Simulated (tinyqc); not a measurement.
p-n diode, drift-diffusion by the Gummel loop with Scharfetter-Gummel fluxes: two steps of the calculation.

Abrupt junction at x = 0, p side from -Lp, n side to Ln, ohmic contacts. psi is counted from the intrinsic level; n = ni exp((psi - phin)/Vt), p = ni exp((phip - psi)/Vt). Contacts: p side psi = V - Vt ln(Na/ni), p = Na, n = ni^2/Na; n side psi = Vt ln(Nd/ni), n = Nd, p = ni^2/Nd. Constant mobilities, D = mu Vt, Boltzmann statistics, SRH recombination through a mid-gap level, U = (n p - ni^2)/(tp (n + ni) + tn (p + ni)). Current is positive from the p contact to the n contact.

Inputs (values chosen for the exercise); band and dielectric values close to those of indium phosphide: temperature T = 350 K; acceptor density of the p side Na = 3.6e15 cm^-3; donor density of the n side Nd = 1.4e17 cm^-3; electron mobility mun = 3900 cm^2/(V s); hole mobility mup = 170 cm^2/(V s); SRH lifetime of electrons tn = 1e-7 s; SRH lifetime of holes tp = 2e-7 s; uniform generation rate G = 0 cm^-3 s^-1.

Constants: q = 1.602176634e-19 C, kB = 1.380649e-23 J/K, Vt = kB T/q. Results are converted to the units shown.

Problem 1. Hole continuity. With psi and the new n held, F_i = (mup Vt/h_i) [p_(i+1) B(-d_i) - p_i B(d_i)], d_i = (psi_(i+1) - psi_i)/Vt, B(d) = d/(exp(d) - 1); solve F_i - F_(i-1) = w_i [(n_i p_i - ni^2)/den_i - G] for the new p, with den = tp (n + ni) + tn (p + ni) taken at the new n and the old p, h_i = x_(i+1) - x_i, w_i = (h_(i-1) + h_i)/2; phip = psi + Vt ln(p/ni).

| node | x (nm) | psi (V) | new n (cm^-3) | p after Poisson (cm^-3) |
|---|---|---|---|---|
| 0 | -2100 | 0.55459040 | 276.11072 | 3.6e15 |
| 1 | -1160 | 0.50213333 | 3.5377561e15 | 2.0495148e16 |
| 2 | -629 | 0.50209162 | 7.7468425e15 | 2.0523513e16 |
| 3 | -331 | 0.50209254 | 1.0113965e16 | 2.0522882e16 |
| 4 | -163 | 0.50216649 | 1.1474886e16 | 2.0472628e16 |
| 5 | -68.3 | 0.50389780 | 1.2927126e16 | 1.9330535e16 |
| 6 | -15 | 0.51775092 | 2.1000836e16 | 1.2211464e16 |
| 7 | 15 | 0.56170882 | 9.0737980e16 | 2.8431628e15 |
| 8 | 77.3 | 0.56623294 | 1.0595651e17 | 2.4471317e15 |
| 9 | 207 | 0.56633923 | 1.0736276e17 | 2.4385227e15 |
| 10 | 475 | 0.56633982 | 1.0949396e17 | 2.4384754e15 |
| 11 | 1030 | 0.56633982 | 1.1390327e17 | 2.4384753e15 |
| 12 | 2190 | 0.56633980 | 1.2311986e17 | 2.4384767e15 |
| 13 | 4600 | 0.56581901 | 1.4e17 | 7.0999899 |

ni = 9.9699478e8 cm^-3

Find: new p; phip after round 1.

Solution 1.

| node | new p (cm^-3) | phip after round 1 (V) |
|---|---|---|
| 0 | 3.6000e15 | 1.0100 |
| 1 | 1.8921e16 | 1.0076 |
| 2 | 1.8636e16 | 1.0071 |
| 3 | 1.8470e16 | 1.0068 |
| 4 | 1.8336e16 | 1.0067 |
| 5 | 1.7265e16 | 1.0066 |
| 6 | 1.0885e16 | 1.0065 |
| 7 | 2.5262e15 | 1.0064 |
| 8 | 2.1449e15 | 1.0060 |
| 9 | 2.0717e15 | 1.0051 |
| 10 | 1.9370e15 | 1.0031 |
| 11 | 1.6623e15 | 0.9984 |
| 12 | 1.1042e15 | 0.9861 |
| 13 | 7.1000 | 0.0000 |

Problem 2. Recombination and current. U_i as defined. J = Jn at the p contact + Jp at the n contact + q sum w_i U_i - q G sum w_i over the inner nodes, which avoids differences of large majority fluxes: Jn = (q mun Vt/h_0)[n_1 B(d_0) - n_0 B(-d_0)], Jp = (q mup Vt/h_last)[p_(N-1) B(d_last) - p_N B(-d_last)], d_i = (psi_(i+1) - psi_i)/Vt, B(d) = d/(exp(d) - 1), w_i = (h_(i-1) + h_i)/2.

| node | x (nm) | converged psi (V) | converged n (cm^-3) | converged p (cm^-3) |
|---|---|---|---|---|
| 0 | -2100 | 0.55459040 | 276.11072 | 3.6e15 |
| 1 | -1160 | 0.52188329 | 6.1645346e15 | 9.7486156e15 |
| 2 | -629 | 0.51247970 | 9.4155591e15 | 1.3009364e16 |
| 3 | -331 | 0.50831897 | 1.1193891e16 | 1.4786802e16 |
| 4 | -163 | 0.50637829 | 1.2245142e16 | 1.5693262e16 |
| 5 | -68.3 | 0.50804122 | 1.3985742e16 | 1.4812050e16 |
| 6 | -15 | 0.52494175 | 2.5261166e16 | 8.4406672e15 |
| 7 | 15 | 0.57168849 | 1.1978031e17 | 1.7852871e15 |
| 8 | 77.3 | 0.57644057 | 1.4094612e17 | 1.5010281e15 |
| 9 | 207 | 0.57625113 | 1.4145339e17 | 1.4564684e15 |
| 10 | 475 | 0.57562011 | 1.4137558e17 | 1.3755834e15 |
| 11 | 1030 | 0.57431032 | 1.4120584e17 | 1.2058479e15 |
| 12 | 2190 | 0.57156477 | 1.4083884e17 | 8.3884153e14 |
| 13 | 4600 | 0.56581901 | 1.4e17 | 7.0999899 |

ni = 9.9699478e8 cm^-3

Wanted: U; Jn at the p contact; Jp at the n contact; recombination; generation; J.

Solution 2.

| node | U (cm^-3 s^-1) |
|---|---|
| 0 | 0 |
| 1 | 2.722e22 |
| 2 | 3.847e22 |
| 3 | 4.453e22 |
| 4 | 4.782e22 |
| 5 | 4.842e22 |
| 6 | 3.616e22 |
| 7 | 8.860e21 |
| 8 | 7.465e21 |
| 9 | 7.245e21 |
| 10 | 6.845e21 |
| 11 | 6.004e21 |
| 12 | 4.182e21 |
| 13 | 0 |

Jn at the p contact = 2025 A/cm^2
Jp at the n contact = 3.140 A/cm^2
recombination = 1.213 A/cm^2
generation = 0 A/cm^2
J = 2029 A/cm^2

Computed by the program tinyqc: `OMP_NUM_THREADS=1 python tinyqc.py 2240057 2240058 out.jsonl`, one thread of a shared Intel Xeon 2.30GHz, about 0.2 s for the whole run.
